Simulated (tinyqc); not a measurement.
## Body thickness for a wanted scale length

Question. A double-gate structure has tan(pi ti/Lambda) tan(pi ts/(2 Lambda)) = ei/eps_r, both angles below pi/2. Find ts.

Inputs (values chosen for the exercise); permittivities: semiconductor made up, insulator close to that of silicon dioxide: relative permittivity of the semiconductor eps_r = 15.5; relative permittivity of the insulator ei = 3.99; insulator thickness ti = 2.5 nm.

Lambda = 13.291027 nm

Answer. The condition is explicit in ts: an arctangent, taken between 0 and pi/2.

ts = 3.100 nm

Numbers from tinyqc (`OMP_NUM_THREADS=1 python tinyqc.py 2420163 2420164 out.jsonl`; about 0.01 s on one thread of a shared Intel Xeon 2.30GHz).
